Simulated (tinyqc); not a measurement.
Length of a polyene: Hueckel, PPP and singles CI along the polyenes. Computed by the program tinyqc. Command: `OMP_NUM_THREADS=1 python tinyqc.py 110517 110518 out.jsonl`; one thread of a shared host (Intel(R) Xeon(R) Processor @ 2.60GHz), about 0.1 s.

All-trans chains of carbon centres 1.40 angstrom apart:
```
parameter,value
"beta (eV), times 1 +/- alternation",-2.290000
alternation,0.080000
W (eV),11.160000
gamma_rr (eV),11.200000
repulsion formula,MN
```

Hueckel uses the same beta without repulsion; CIS keeps all single excitations and so misses the low, doubly excited 2Ag state. W is the valence ionisation energy of a centre, MN the Mataga-Nishimoto formula, f the oscillator strength.

Gaps and excitations (eV):
```
centres,Hueckel gap,PPP orbital gap,bright singlet (CIS),f,lowest triplet (CIS)
2,4.9464,10.3081,7.8656,0.6744,2.0272
4,3.2696,8.0833,5.5884,1.0159,1.2928
6,2.5037,6.9735,4.5559,1.4159,0.9686
8,2.0710,6.3159,3.9545,1.7884,0.7949
10,1.7945,5.8865,3.5636,2.1368,0.6904
12,1.6035,5.5882,3.2926,2.4671,0.6225
14,1.4643,5.3717,3.0962,2.7847,0.5757
```

The Hueckel gap tends to 4 x alternation x |beta| = 0.73 eV for long chains. Exchange opens the PPP orbital gap, and the attraction of electron and hole brings the bright state 2.28 eV below it at 14 centres; the triplet lies 2.52 eV lower still.
